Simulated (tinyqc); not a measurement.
What moves the results: free-carrier optics of a doped semiconductor (Drude model with one polar phonon). A value that a table varies takes the place of the one given here.

eps(E) = ei [1 - Ep^2/(E^2 + i E Gam)] + (es - ei) wT^2/(wT^2 - E^2 - i E gT), with Ep^2 = 8 pi c (e^2/(4 pi eps0)) N/(m ei), c = hbar^2/2m0, N in 1/angstrom^3 (1e-24 per 1/cm^3); Gam = hbar/tau, tau = mu m m0/e with m0/e = 5.685630e-12 kg/C and mu in m^2/(V s). Energies in meV.

n + i k = sqrt(eps1 + i eps2) with k >= 0; R = ((n - 1)^2 + k^2)/((n + 1)^2 + k^2) at normal incidence from vacuum; alpha = 2 E k/(hbar c), times 1e8 for 1/cm; loss function Im(-1/eps) = eps2/(eps1^2 + eps2^2).

Constants: hbar^2/2m0 = 3.80998211 eV angstrom^2; e^2/(4 pi eps0) = 14.39964547 eV angstrom; hbar = 6.58211957e-16 eV s; hbar c = 1973.269805 eV angstrom.

Parameters, chosen for this exercise (mass and dielectric values near those of GaN; N and mu are free inputs; interband absorption and the rise of the mass with filling are left out; not measured data):
- m = 0.192 m0 (conductivity mass)
- ei = 5.39 (high-frequency dielectric constant)
- wT = 69.7 meV (TO phonon)
- es = 9.67 (static dielectric constant)
- N = 1.1e+20 1/cm^3 (carrier density)
- mu = 41 cm^2/(V s) (mobility)
- gT = 0.6 meV (phonon damping)
- E = 668.6 meV (photon energy)

## The coupled modes against doping

L-, L+ solve E^4 - (wL^2 + Ep^2) E^2 + Ep^2 wT^2 = 0, wL = wT sqrt(es/ei); damping left out; energies in meV.

Modes:
```
N (1/cm^3)      Ep     L-      L+  Ep sqrt(ei/es)
2.0e+17      16.32  12.10   94.00           12.19
7.0e+17      30.54  22.25   95.67           22.80
2.0e+18      51.62  35.80  100.49           38.54
4.0e+18      73.00  46.72  108.92           54.50
7.0e+18      96.57  54.91  122.59           72.10
1.0e+19     115.43  59.07  136.20           86.18
3.0e+19     199.93  66.20  210.48          149.26
7.0e+19     305.39  68.23  311.97          228.00
2.0e+20     516.21  69.19  520.00          385.40
```

wL = 93.36 meV

At low density L- follows Ep sqrt(ei/es) (12.10 against 12.19), a plasmon screened by the lattice, and L+ starts at wL. At the highest density L- has come within 0.51 meV of wT, since the carriers screen the field that lifts wL, and L+ is within 3.79 meV of Ep. The branches are closest, 62.20 meV, at 4e+18 1/cm^3 of those listed. The mass is held fixed, while in a real band it rises with filling.

## Reflectance across the plasma edge

Spectrum:
```
E (meV)    eps1    eps2      R  alpha (1/cm)
38.3     -22.68  131.38  0.801      3.43e+04
114.8    -19.80   29.09  0.734      6.10e+04
191.4     -8.82   10.42  0.650      6.50e+04
268.0     -3.37    4.64  0.512      5.80e+04
325.4     -1.01    2.80  0.335      4.66e+04
382.8      0.55    1.80  0.134      3.18e+04
421.1      1.30    1.39  0.068      2.34e+04
478.5      2.14    0.97  0.056      1.57e+04
574.2      3.08    0.58  0.079      9.51e+03
765.7      4.05    0.25  0.114      4.81e+03
1148.5     4.78    0.08  0.139      2.01e+03
1914.2     5.17    0.02  0.151           703
```

Ep = 382.8 meV and Gam = 147.1 meV. R is 0.801 at the lowest energy and lowest, 0.056, at 478.5 meV of those listed; without damping and phonon it would vanish at Ep sqrt(ei/(ei - 1)) = 424.2 meV. At the highest energy R is 0.151, against 0.158 for ei alone. Between the last two rows alpha goes as E^-2.06, where the Drude limit far above Ep and Gam is E^-2. Inside the metallic range the phonon cuts a dip in R near L-, below wT = 69.7 meV, which the rows may miss.

## Free-carrier absorption and index change in the near infrared

At the wavelengths listed E = hc/lambda (hc = 1239.841984 eV nm). Approximate forms: alpha = ei Ep^2 Gam/(E^2 sqrt(ei) hbar c) and dn = -sqrt(ei) Ep^2/(2 E^2). The phonon term is left out here.

Free carriers:
```
lambda (micrometre)  E (meV)  alpha (1/cm)  alpha, approximate      dn  dn, approximate
1.31                   946.4      3.02e+03            2.83e+03  -0.193           -0.190
1.55                   799.9      4.34e+03            3.96e+03  -0.273           -0.266
2.00                   619.9      7.80e+03            6.60e+03  -0.462           -0.443
3.00                   413.3      2.41e+04            1.48e+04   -1.05           -0.996
5.00                   248.0      5.92e+04            4.12e+04   -1.12            -2.77
8.00                   155.0      6.30e+04            1.06e+05  -0.275            -7.08
10.60                  117.0      5.92e+04            1.85e+05   0.496            -12.4
```

At 1.55 micrometre alpha = 4.34e+03 1/cm and dn = -0.273; a phase shift of pi needs a length lambda/(2 |dn|) = 2.84 micrometre, over which the loss is 5.36 dB. The approximate alpha is within 5 % up to none of the wavelengths listed; it needs photon energies well above both Ep and Gam, which lie at 3.2 and 8.4 micrometre. Interband and intervalley absorption are left out.

## What moves the optical constants

At the energy E. Each row changes one parameter from the base and keeps the others.

Results:
```
case                  Ep (meV)  Gam (meV)       R  alpha (1/cm)
base                    382.83     147.06  0.0995      6.56e+03
N = 1.65e+20 1/cm^3     468.87     147.06  0.0687      1.12e+04
m = 0.2304 m0           349.48     122.55  0.1087      4.47e+03
mu = 24.6 cm^2/(V s)    382.83     245.10  0.1061      9.92e+03
ei = 5.66               373.59     147.06  0.1097      6.33e+03
E = 802.3 meV           382.83     147.06  0.1177      4.33e+03
```

The largest shifts from the base row, up to three for each result and ties (the steps differ in size, so this ranks the rows, not the parameters). Ep (meV): N +86.04, m -33.36, ei -9.24; unchanged at the printed digits by mu and E. Gam (meV): mu +98.04, m -24.51; unchanged at the printed digits by N, ei and E. R: N -0.0308, E +0.0182, ei +0.0102. alpha (1/cm): N +4.62e+03, mu +3.36e+03, E -2.23e+03.

tinyqc: `OMP_NUM_THREADS=1 python tinyqc.py 1682622 1682623 out.jsonl`; about 0.01 s, one thread, shared Intel(R) Xeon(R) Processor @ 2.30GHz.
